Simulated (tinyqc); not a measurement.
Changing the overpotential eta: bottom-up copper filling of a trench by curvature-enhanced accelerator coverage. Computed by tinyqc, a small Python program. Command: `OMP_NUM_THREADS=1 python tinyqc.py 3007824 3007825 out.jsonl superfill sweep`. One thread of a shared host (Intel(R) Xeon(R) Processor @ 2.30GHz), about 0.07 s of CPU time with the checks.

A rectangular trench keeps vertical walls and a flat floor. An accelerator floats on the surface; where area is lost in the corners it is passed on to the floor.

Inputs (values chosen for the exercise, close to those used for damascene copper plating):

| quantity | value | unit |
|---|---|---|
| trench width w | 150 | nm |
| aspect ratio h/w | 2.3 | - |
| exchange current of the suppressed surface i_0 | 0.026 | mA/cm^2 |
| exchange current of the accelerated surface i_1 | 2.4 | mA/cm^2 |
| transfer coefficient alpha | 0.37 | - |
| starting coverage theta_0 | 0.015 | - |
| adsorption rate k_a | 0.0002 | 1/s |
| cupric ion concentration C | 0.79 | mol/l |
| diffusivity D | 5.2e-06 | cm^2/s |
| boundary layer delta | 80 | um |
| temperature T | 298 | K |

Constants: e = 1.602176634e-19 C; N_A = 6.02214076e+23 1/mol; k_B = 8.617333262e-05 eV/K.

Method. Kinetic current i_k = [i_0 (1 - theta) + i_1 theta] exp(alpha eta/(k_B T)), limit i_L = 2 F D C/delta, i = 1/(1/i_k + 1/i_L); velocity v = i Omega/(2F), Omega = 7.11 cm^3/mol, F = e N_A. Depletion inside the trench is ignored. Half width x, floor height y, depth h = aspect ratio x w. dx/dt = -v_s, dy/dt = v_b. d theta_b/dt = k_a (1 - theta_b) + [theta_s v_b + theta_b v_s]/x: the floor takes the accelerator of the wall it covers and keeps its own as it narrows. d theta_s/dt = k_a (1 - theta_s). theta_b is capped at 1. Integrate (tolerance 1e-9) until the walls meet (x = 0.02 w/2) or the floor passes the original mouth y = h. Start: x = w/2, y = 0, theta_b = theta_s = theta_0. Height filled = y/h, opening left = x/(w/2).

One run for each value:

| overpotential eta (V) | ratio v(1)/v(theta_0) | share of the height filled from the floor | opening left, as a share of w | time at the end (s) |
|---|---|---|---|---|
| 0.060 | 36.89 | 0.8251 | 0.02 | 489.6 |
| 0.098 | 35.52 | 0.8932 | 0.02 | 347.1 |
| 0.140 | 33.11 | 0.9473 | 0.02 | 232.6 |
| 0.170 | 30.64 | 0.9641 | 0.02 | 172.0 |
| 0.210 | 26.32 | 0.9485 | 0.02 | 112.4 |
| 0.250 | 21.10 | 0.8872 | 0.02 | 71.5 |
| 0.280 | 17.02 | 0.8166 | 0.02 | 50.2 |
| 0.320 | 12.05 | 0.7047 | 0.02 | 30.9 |
| 0.360 | 8.12 | 0.5903 | 0.02 | 18.9 |

Over the rows, ratio v(1)/v(theta_0) falls from 36.9 to 8.12 (exponent d ln y / d ln x -0.077 between the first rows and -3.4 between the last); share of the height filled from the floor goes from 0.825 through a maximum among these rows, 0.964 at 0.170, to 0.590; opening left, as a share of w does not change. A high overpotential drives the accelerated surface towards the diffusion limit first, which lowers the contrast in speed.

Caution (all rows): real profiles develop slanted corners, and accelerator is consumed; both are left out.

Extremes, crossings and ranges named in words are read from the listed rows.
